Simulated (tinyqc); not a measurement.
Three-band (Emery) model of a CuO2 plane downfolded to one band: sweeps and comparisons. A value that a table varies takes the place of the one given here.

Electron picture, d at 0 and the oxygen p orbitals at -D; sx = sin(kx a/2), sy = sin(ky a/2). H = [[0, 2 tpd sx, -2 tpd sy], [., -D, -4 tpp sx sy], [., ., -D]], real and symmetric. The top (antibonding) band crosses the Fermi level.

One-band form E = e0 - 2t (cos kx + cos ky) - 4t' cos kx cos ky - 2t'' (cos 2kx + cos 2ky) - 4t''' (cos 2kx cos ky + cos kx cos 2ky), k in 1/a. Each hopping is minus the mean of E cos(m kx) cos(n ky) over a 12 x 12 mesh, k = (j + 1/2) 2 pi/12.

Inputs chosen for the exercise (out of a larger set: of the size used for cuprate planes; not measured data): D = 3.4 eV (ed - ep); tpd = 1.07 eV (d-p hopping); tpp = 0.8 eV (p-p hopping).

## Ways to reach one band

e0, t, t', t'', t''' (eV): 1.33592  0.37003  -0.05309  0.02162  -0.00323

k in pi/a. Second order: 4 tpd^2 (sx^2 + sy^2)/D. Downfolded at a fixed energy: h(E0) = V (E0 - H_pp)^-1 V^T at E0 = the exact level at (1/2,1/2), then linearised, E = E0 + Z (h(E0) - E0), Z = 1/(1 + |(E0 - H_pp)^-1 V^T|^2). Fourier: all four hoppings.

Top band (eV):

| k | exact | second order | linearised | Fourier |
|---|---|---|---|---|
| (0,0) | 0.0000 | 0.0000 | 0.0000 | 0.0075 |
| (1/2,0) | 0.5759 | 0.6735 | 0.5598 | 0.5829 |
| (1,0) | 1.0331 | 1.3469 | 1.0275 | 1.0371 |
| (1,1/2) | 2.0918 | 2.0204 | 2.0216 | 2.0889 |
| (1,1) | 2.9281 | 2.6939 | 2.3643 | 2.9161 |
| (3/4,3/4) | 2.4816 | 2.2994 | 2.2528 | 2.4887 |
| (1/2,1/2) | 1.4216 | 1.3469 | 1.4216 | 1.4224 |
| (1/4,1/4) | 0.4024 | 0.3945 | 0.3818 | 0.3955 |

How do the results move?

The band is 2.928 eV wide; second order gives 2.694, a factor 0.92, since 2 tpd/D = 0.63 is not small. It also leaves out tpp, which widens the exact band and so lowers this factor. Linearising about the Fermi region is exact at (1/2,1/2), off by 5.6 meV at (1,0) and 564 meV at worst, far from E0. The four Fourier hoppings err by at most 12 meV, at (1,1).

## What sets t'/t

tpp is varied; points are in units of pi/a. E(1,0) is the saddle point; the filling is the share of a 40 x 40 mesh, k = (j + 1/2) 2 pi/40, below the saddle energy, times two.

One-band values:

| tpp (eV) | t (eV) | t' (eV) | t'' (eV) | t'/t | E(1,0) - E(1/2,1/2) (eV) | electrons at the saddle |
|---|---|---|---|---|---|---|
| 0.05 | 0.2228 | 0.0145 | 0.0100 | 0.065 | -0.0192 | 0.950 |
| 0.20 | 0.2457 | 0.0041 | 0.0123 | 0.017 | -0.0803 | 0.925 |
| 0.35 | 0.2716 | -0.0077 | 0.0146 | -0.028 | -0.1472 | 0.885 |
| 0.50 | 0.3008 | -0.0211 | 0.0169 | -0.070 | -0.2204 | 0.835 |
| 0.65 | 0.3335 | -0.0362 | 0.0192 | -0.108 | -0.3007 | 0.825 |
| 0.80 | 0.3700 | -0.0531 | 0.0216 | -0.143 | -0.3885 | 0.770 |

How do the results move?

t'/t goes from 0.065 to -0.143. With tpp = 0 the band depends on sx^2 + sy^2 alone and the line through the saddle is a nested square, whatever t' says: terms in (cos kx + cos ky)^2 bring t' and t'' in the ratio two to one, higher powers alter it (first row: 0.0145 and 0.0100 eV), so t' - 2t'', which goes from -0.0054 to -0.0963 eV, measures the rounding. Oxygen hopping lowers the saddle against (1/2,1/2), by 0.388 eV in the last row, so the van Hove filling moves from 0.95 to 0.77 electrons (mesh values, coarse by a few hundredths; the nested square holds exactly 1) and the half-filled Fermi line closes around (1,1).

## What each parameter does

Top band at (1,1), (1,0) and (1/2,1/2) in pi/a, and its d weight at (1/2,1/2). Each row changes one parameter from the base and keeps the others.

Results:

| case | E(1,1) (eV) | E(1,0) (eV) | E(1/2,1/2) (eV) | d weight |
|---|---|---|---|---|
| base | 2.9281 | 1.0331 | 1.4216 | 0.6938 |
| D = 3.06 eV | 3.0972 | 1.1007 | 1.5311 | 0.6614 |
| tpd = 0.963 eV | 2.6256 | 0.8689 | 1.2259 | 0.7117 |
| tpp = 0.72 eV | 2.7776 | 1.0331 | 1.3737 | 0.7082 |

What does this show?

The largest shifts from the base row, up to three for each result and ties (the steps differ in size, so this ranks the rows, not the parameters). E(1,1) (eV): tpd -0.3025, D +0.1692, tpp -0.1505. E(1,0) (eV): tpd -0.1641, D +0.0676; unchanged at the printed digits by tpp. E(1/2,1/2) (eV): tpd -0.1956, D +0.1095, tpp -0.0478. d weight: D -0.0324, tpd +0.0178, tpp +0.0143. At (1,0) sy = 0, so tpp does not enter.

Program tinyqc; command `OMP_NUM_THREADS=1 python tinyqc.py 1482285 1482286 out.jsonl`; about 0.07 s on one thread of a shared Intel(R) Xeon(R) Processor @ 2.30GHz.
